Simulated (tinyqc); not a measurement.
The same layer on three faces: model-solid line-up of a strained alloy layer on a substrate.

All values of the alloy are linear in x but the gap, Eg(x) = (1 - x) Eg_A + x Eg_B - C x (1 - x), and the valence edge, Ev(x) = (1 - x) Ev_A + x Ev_B + fv C x (1 - x); Ec = Ev + Eg. Ev is the top of the unstrained valence band on a scale common to all materials. In the layer only the Gamma valley of the conduction band is followed, also where an X or L valley would lie lower.

Coherent growth: e_par = (a_s - a)/a. (001): e_perp = -2 (C12/C11) e_par; exx = eyy = e_par, ezz = e_perp, no shear. (111): e_perp = -(2 C11 + 4 C12 - 4 C44)/(C11 + 2 C12 + 4 C44) e_par; exx = eyy = ezz = (2 e_par + e_perp)/3 and exy = eyz = ezx = (e_perp - e_par)/3. (110): e_perp = -(C11 + 3 C12 - 2 C44)/(C11 + C12 + 2 C44) e_par; exx = eyy = (e_par + e_perp)/2, ezz = e_par, exy = (e_perp - e_par)/2, eyz = ezx = 0.

Strained edges: Ec + ac tr(e); the valence edges are Ev plus the levels of the 6 x 6 matrix of X, Y, Z times spin with -Dso/3 + l exx + m (eyy + ezz) on the diagonal (cyclic), n exy off it, l = av + 2 b, m = av - b, n = sqrt(3) d. Spin-orbit term (Dso/3) L.sigma on X, Y, Z with (L_k)_ij = -i epsilon_kij: <X+|H|Y+> = -i Dso/3, <X+|H|Z-> = Dso/3, <Y+|H|Z-> = -i Dso/3, <Z+|H|X-> = -Dso/3, <Z+|H|Y-> = i Dso/3, <X-|H|Y-> = i Dso/3, and their conjugates; + and - are the spin along z.

Values chosen for the exercise (A near AlAs, B near InAs, substrate near InP; shifted at random, so the results belong to these values and not to a real crystal):
```
symbol  value           unit      meaning
a       (5.663, 6.052)  angstrom  lattice constant of A, B
Eg      (3.143, 0.416)  eV        gap at Gamma to the s-like level of A, B
Dso     (0.284, 0.387)  eV        spin-orbit splitting of A, B
Ev      (-1.31, -0.59)  eV        top of the unstrained valence band of A, B
ac      (-5.65, -5.13)  eV        conduction deformation potential of A, B
av      (2.48, 0.99)    eV        valence hydrostatic potential of A, B
b       (-2.27, -1.82)  eV        tetragonal shear potential of A, B
d       (-3.39, -3.55)  eV        trigonal shear potential of A, B
C11     (126.3, 82.2)   GPa       of A, B
C12     (52.6, 45.2)    GPa       of A, B
C44     (53.8, 39.5)    GPa       of A, B
C       0.789           eV        bowing of the gap
fv      0                         share of the bowing taken by the valence edge
a_s     5.875           angstrom  substrate
x       0.24                      fraction of B
```

Composition and substrate are kept.

Results:
```
face   e_perp (%)  tr(e) (%)  shift of Ec (meV)  shift of Ev (meV)  valence splitting (meV)  gap (eV)
(001)      -1.810      2.312             -127.7              165.7                    200.3    2.0512
(111)      -1.148      2.974             -164.3              147.2                    147.6    2.0331
(110)      -1.291      2.831             -156.4              151.0                    158.8    2.0372
```

How do the results move, and what explains it?

The layer yields most along the normal on (001) and least on (111), so the volume change, and with it the shift of Ec, is largest on (111). The valence splitting, set by b on (001), by d on (111) and by both on (110), is largest on (001). The gaps span 18 meV, from (111) to (001).

Computed by tinyqc, a small Python program: `OMP_NUM_THREADS=1 python tinyqc.py 1050351 1050352 out.jsonl` (the numbers bound the seed that draws the inputs); one thread of a shared host (Intel(R) Xeon(R) Processor @ 2.30GHz), about 0.01 s for the whole set of steps.
